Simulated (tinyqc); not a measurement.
# Gated graphene, quantum capacitance: what changes with what

phi is the Fermi level above the Dirac point, in volts; Vg is counted from the gate voltage of charge neutrality. Ideal linear bands, no charge puddles.

Inputs (values chosen for the exercise); values close to those of graphene:
```
symbol   value         unit                                                                 meaning
T          300            K                                                             temperature
eox        3.9               relative permittivity of the gate insulator (close to silicon dioxide)
tox        2.7           nm                                                     insulator thickness
vF      1.04e6          m/s                                                          Fermi velocity
Dit     2.5e12  cm^-2 eV^-1                                                        density of traps
Vg         0.7            V                                                            gate voltage
```

Constants: q = 1.602176634e-19 C, kB = 1.380649e-23 J/K, hbar = 1.054571817e-34 J s, Vt = kB T/q, eps0 = 8.8541878128e-14 F/cm where lengths are in cm. Results are converted to the units shown.

Each table varies one quantity; the others keep the values above.

## Effect of the gate voltage

N0 = (2/pi)(kB T/(hbar vF))^2; n = N0 F1(phi/Vt), p = N0 F1(-phi/Vt), F1(e) = int_0^infinity u du/(1 + exp(u - e)) = -Li2(-exp(e)); Cq = q d(n - p)/dphi = (q N0/Vt) ln[2 (1 + cosh(phi/Vt))]. Cox = eps0 eox/tox; Vg = phi + q (n - p + Dit phi)/Cox. 1/C_G = 1/Cox + 1/(Cq + q Dit); dphi/dVg = Cox/(Cox + Cq + q Dit).

The same in every row: Cox (uF/cm^2) = 1.279.

Effect of the gate voltage:
```
Vg (V),phi (V),n - p (cm^-2),Cq (uF/cm^2),C_G (uF/cm^2),dphi/dVg,n + p (cm^-2)
-0.3,-0.1204,-1.133e12,2.632,0.8995,0.2967,1.134e12
-0.09,-0.04446,-2.524e11,1.153,0.7015,0.4515,2.836e11
0.12,0.05752,3.550e11,1.367,0.7421,0.4197,3.741e11
0.33,0.1291,1.281e12,2.818,0.9153,0.2844,1.282e12
0.54,0.1821,2.402e12,3.965,0.9891,0.2266,2.402e12
0.76,0.2279,3.678e12,4.961,1.033,0.1926,3.678e12
0.97,0.2660,4.955e12,5.790,1.060,0.1712,4.955e12
1.18,0.3002,6.272e12,6.535,1.080,0.1557,6.272e12
1.39,0.3316,7.619e12,7.218,1.095,0.1437,7.619e12
1.6,0.3608,8.990e12,7.853,1.107,0.1342,8.990e12
```

As Vg goes from -0.3 to 1.6, Cq goes from 2.63 through a minimum of 1.15 (at Vg = -0.09 among the rows listed) to 7.85 uF/cm^2, C_G/Cox goes from 0.703 through a minimum of 0.548 (at Vg = -0.09 among the rows listed) to 0.866 and n - p rises from -1.13e12 to 8.99e12 cm^-2. Cq is below Cox for Vg = -0.09; there the density of states limits the response dn/dVg more than the insulator does. At neutrality Cq is (q N0/Vt) ln 4 = 0.780 uF/cm^2, and far from it Cq grows as |phi|.

## Effect of the density of traps

Same model as above.

The same in every row: Cox (uF/cm^2) = 1.279.

Results:
```
Dit (cm^-2 eV^-1),phi (V),n - p (cm^-2),Cq (uF/cm^2),C_G (uF/cm^2),dphi/dVg,n + p (cm^-2)
0,0.2302,3.750e12,5.011,1.019,0.2033,3.750e12
1e11,0.2296,3.732e12,4.999,1.019,0.2032,3.732e12
3e11,0.2285,3.695e12,4.973,1.019,0.2030,3.695e12
2e12,0.2189,3.403e12,4.764,1.022,0.2010,3.403e12
4e12,0.2082,3.093e12,4.532,1.025,0.1982,3.093e12
1e13,0.1800,2.351e12,3.919,1.038,0.1881,2.351e12
3e13,0.1182,1.097e12,2.585,1.090,0.1475,1.099e12
```

Estimate the missing row, Dit = 7e11 cm^-2 eV^-1.

Computed row:
```
Dit (cm^-2 eV^-1),phi (V),n - p (cm^-2),Cq (uF/cm^2),C_G (uF/cm^2),dphi/dVg,n + p (cm^-2)
7e11,0.2262,3.624e12,4.923,1.020,0.2025,3.624e12
```

With this row back in the table: As Dit goes from 0 to 3e13, Cq falls from 5.01 to 2.59 uF/cm^2, C_G/Cox rises from 0.797 to 0.852 and n - p falls from 3.75e12 to 1.10e12 cm^-2. Cq exceeds Cox in every row, so the insulator is the tighter limit, though Cq still cuts C_G by up to 20 %.

Computed by the program tinyqc: `OMP_NUM_THREADS=1 python tinyqc.py 2200030 2200031 out.jsonl`, one thread of a shared Intel Xeon 2.30GHz, about 0.01 s for the whole run.
